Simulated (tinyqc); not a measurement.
Full law against its linear and parabolic limits: Deal-Grove kinetics of thermal oxidation of silicon. Computed by tinyqc, a small Python program. Command: `OMP_NUM_THREADS=1 python tinyqc.py 3011164 3011165 out.jsonl oxide walk`. One thread of a shared host (Intel(R) Xeon(R) Processor @ 2.30GHz), about 0.02 s of CPU time with the checks.

Oxidant diffuses through the oxide and reacts at the interface, so that dx/dt = B/(A + 2x) for the oxide thickness x.

Inputs (values chosen for the exercise, close to those used for silicon):

| quantity | value | unit |
|---|---|---|
| prefactor B0 | 766 | um^2/h |
| activation energy E_B | 1.22 | eV |
| prefactor (B/A)0 | 5.78e+06 | um/h |
| activation energy E_A | 2.02 | eV |
| temperature T | 1150 | C |
| oxidant pressure p | 10 | atm |
| pressure exponent m of B/A | 0.79 | - |
| initial oxide x_i | 0.01 | um |
| time t | 1.7 | h |

Ambient: dry oxygen. Surface: (111).

Constants: k_B = 8.617333262e-05 eV/K.

Method:
- B = B0 p exp(-E_B/(k_B T)), B/A = (B/A)0 p^m exp(-E_A/(k_B T)), p in atm; A = B/(B/A).
- Temperatures in kelvin are T(C) + 273.15.
- tau = (x_i^2 + A x_i)/B and x = (A/2) [sqrt(1 + 4 B (t + tau)/A^2) - 1], the root of x^2 + A x = B (t + tau).
- Silicon consumed is 0.44 times the oxide grown; the rate is B/(A + 2x).
- Linear limit x = (B/A)(t + tau); parabolic limit x = sqrt(B (t + tau)).

tau = 0.00426751 h

length A = 0.146328 um

parabolic constant B = 0.366322 um^2/h

linear constant B/A = 2.50342 um/h

Thickness (um):

| t (h) | full | linear limit | parabolic limit | 2x/A |
|---|---|---|---|---|
| 0.05 | 0.0857 | 1.3585e-01 | 0.1410 | 1.171 |
| 0.1 | 0.1355 | 2.6103e-01 | 0.1954 | 1.852 |
| 0.25 | 0.2407 | 6.3654e-01 | 0.3052 | 3.290 |
| 0.5 | 0.3628 | 1.2624e+00 | 0.4298 | 4.959 |
| 1 | 0.5378 | 2.5141e+00 | 0.6065 | 7.350 |
| 2 | 0.7868 | 5.0175e+00 | 0.8569 | 10.754 |
| 4 | 1.1402 | 1.0024e+01 | 1.2111 | 15.584 |
| 8 | 1.6407 | 2.0038e+01 | 1.7123 | 22.426 |
| 16 | 2.3492 | 4.0065e+01 | 2.4213 | 32.109 |
| 32 | 3.3516 | 8.0120e+01 | 3.4240 | 45.810 |

What follows from these numbers?

Both limits lie above the full result, since each drops one resistance. The linear law overshoots by 59 % in the first row and 2300 % in the last, the parabolic law by 65 % and 2.2 %. The better limit switches between 0.05 and 0.1 h; both give the same value where B (t + tau) = A^2, at 2x/A = sqrt5 - 1 = 1.24. Caution: dry oxides grow faster than Deal-Grove predicts below about 0.03 um, so a start from a thinner film underestimates the thickness (a common remedy is x_i = 0.025 um).

Extremes, crossings and ranges named in words are read from the listed rows.
